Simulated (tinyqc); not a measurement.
Keating valence-force model of a tetrahedral crystal: one step, computed by the program tinyqc.

Atom A sits at 0 and atom B at a/4 (1,1,1) of an fcc lattice; the four bonds from A are t = a/4 (1,1,1), a/4 (1,-1,-1), a/4 (-1,1,-1), a/4 (-1,-1,1), of length d = sqrt(3) a/4. Energy: E = (3 alpha/(8 d^2)) sum over bonds (r.r - d^2)^2 + (3 beta/(8 d^2)) sum over pairs of bonds at one atom (r_i.r_j + d^2/3)^2, with beta_A for the six pairs at A and beta_B for the six at B. The cell holds two atoms, Omega = a^3/4. 1 N/m = 1 J/m^2.

Task: Frequencies at the zone boundary. With displacements u exp(i q.r), each bracket changes by g.u, where g = (g_A, g_B): bond t, g = (-2 t, 2 t exp(i q.t)); pair (i, j) at A, g = (-(t_i + t_j), t_i exp(i q.t_j) + t_j exp(i q.t_i)); pair at B, g = (-t_i exp(-i q.t_j) - t_j exp(-i q.t_i), t_i + t_j). Then D_mn = sum over the 4 bonds and 12 pairs of (4 k/a^2) conj(g_m) g_n / sqrt(M_m M_n), with k = alpha or beta converted to eV/angstrom^2. Only the short-range forces enter; the Coulomb field of the charges is left out. An eigenvalue lambda of D in eV/(angstrom^2 u) gives nu = 15.6333042 THz x sqrt(lambda).

Inputs (values chosen for the exercise, for a model crystal):
```
quantity,value,unit
mass M_A,58,u
mass M_B,41.4,u
bond stretching alpha,50.7,N/m
bond bending beta_A,16.8,N/m
bond bending beta_B,16.8,N/m
```

Structure: zinc blende.

Constants: nu for 1 eV/(angstrom^2 u) = 15.6333042 THz; 1 eV/angstrom^2 = 16.02176634 J/m^2.

Give: Frequencies (THz) at points given in 2 pi/a.

Result:

Frequencies (THz) at points given in 2 pi/a:
```
point,nu 1,nu 2,nu 3,nu 4,nu 5,nu 6
"X (1, 0, 0)",6.3796,6.3796,9.4173,11.147,11.393,11.393
"L (0.5, 0.5, 0.5)",4.5311,4.5311,9.1796,10.865,12.246,12.246
"W (1, 0.5, 0)",6.9083,7.1783,8.4268,9.974,11.689,12.146
"K (0.75, 0.75, 0)",5.9039,7.5975,8.6008,10.155,11.646,12.153
```

At X the two longitudinal modes are split (9.42 and 11.15 THz) because each moves one sublattice alone.
